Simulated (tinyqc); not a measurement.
Worked calculation: CIS on RHF in the sto-3g basis, for BeH+, spin multiplicity 1. One step of it, computed by the program tinyqc.

Question. CIS matrix, singlets. A(ia,jb) = (e_a - e_i) d_ij d_ab + 2 (ia|jb) - (ij|ab).

orbital energies (hartree): MO1 -5.022237, MO2 -0.742807, MO3 -0.264450, MO4 -0.144493, MO5 -0.144493, MO6 0.360350

Two-electron integrals over orbitals (pq|rs), unique and non-zero (hartree):
```
(11|11) 2.275472    (21|11) -0.166769   (21|21) 0.021143    (22|11) 0.489680
(22|21) 0.002738    (22|22) 0.536671    (31|11) -0.173517   (31|21) 0.016095
(31|22) -0.018792   (31|31) 0.027774    (32|11) 0.036247    (32|21) -0.005692
(32|22) -0.066326   (32|31) 0.002448    (32|32) 0.032779    (33|11) 0.555229
(33|21) -0.013678   (33|22) 0.320574    (33|31) 0.004482    (33|32) 0.027220
(33|33) 0.470183    (41|41) 0.015596    (42|41) 0.013265    (42|42) 0.042940
(43|41) 0.014075    (43|42) 0.030630    (43|43) 0.052277    (44|11) 0.569234
(44|21) -0.006200   (44|22) 0.371095    (44|31) -0.006086   (44|32) 0.017484
(44|33) 0.399607    (44|44) 0.449859    (51|51) 0.015596    (52|51) 0.013265
(52|52) 0.042940    (53|51) 0.014075    (53|52) 0.030630    (53|53) 0.052277
(54|54) 0.024249    (55|11) 0.569234    (55|21) -0.006200   (55|22) 0.371095
(55|31) -0.006086   (55|32) 0.017484    (55|33) 0.399607    (55|44) 0.401360
(55|55) 0.449859    (61|11) 0.096283    (61|21) -0.016205   (61|22) -0.011128
(61|31) -0.003124   (61|32) 0.006422    (61|33) 0.017304    (61|44) 0.001814
(61|55) 0.001814    (61|61) 0.018165    (62|11) -0.114852   (62|21) 0.003496
(62|22) 0.064289    (62|31) 0.005697    (62|32) -0.045537   (62|33) -0.026705
(62|44) -0.051952   (62|55) -0.051952   (62|61) 0.001262    (62|62) 0.121435
(63|11) 0.049217    (63|21) -0.004103   (63|22) -0.056206   (63|31) 0.005875
(63|32) 0.027466    (63|33) 0.057394    (63|44) 0.016125    (63|55) 0.016125
(63|61) 0.007263    (63|62) -0.045566   (63|63) 0.046621    (64|41) -0.009329
(64|42) -0.030112   (64|43) -0.015092   (64|64) 0.026862    (65|51) -0.009329
(65|52) -0.030112   (65|53) -0.015092   (65|65) 0.026862    (66|11) 0.517483
(66|21) -0.000233   (66|22) 0.530105    (66|31) -0.015516   (66|32) -0.064070
(66|33) 0.350908    (66|44) 0.375357    (66|55) 0.375357    (66|61) -0.006453
(66|62) 0.093329    (66|63) -0.054522   (66|66) 0.566040
```

Give: CIS matrix A, singlet.

Answer.

CIS matrix A, singlet (hartree), order 1>3, 1>4, 1>5, 1>6, 2>3, 2>4, 2>5, 2>6:
$$\begin{pmatrix}
4.258 & 0.000 & 0.000 & -0.055 & 0.019 & 0.000 & 0.000 & 0.015 \\
0.000 & 4.340 & 0.000 & 0.000 & 0.000 & 0.033 & 0.000 & 0.000 \\
0.000 & 0.000 & 4.340 & 0.000 & 0.000 & 0.000 & 0.033 & 0.000 \\
-0.055 & 0.000 & 0.000 & 4.901 & 0.017 & 0.000 & 0.000 & 0.003 \\
0.019 & 0.000 & 0.000 & 0.017 & 0.223 & 0.000 & 0.000 & -0.035 \\
0.000 & 0.033 & 0.000 & 0.000 & 0.000 & 0.313 & 0.000 & 0.000 \\
0.000 & 0.000 & 0.033 & 0.000 & 0.000 & 0.000 & 0.313 & 0.000 \\
0.015 & 0.000 & 0.000 & 0.003 & -0.035 & 0.000 & 0.000 & 0.816
\end{pmatrix}$$
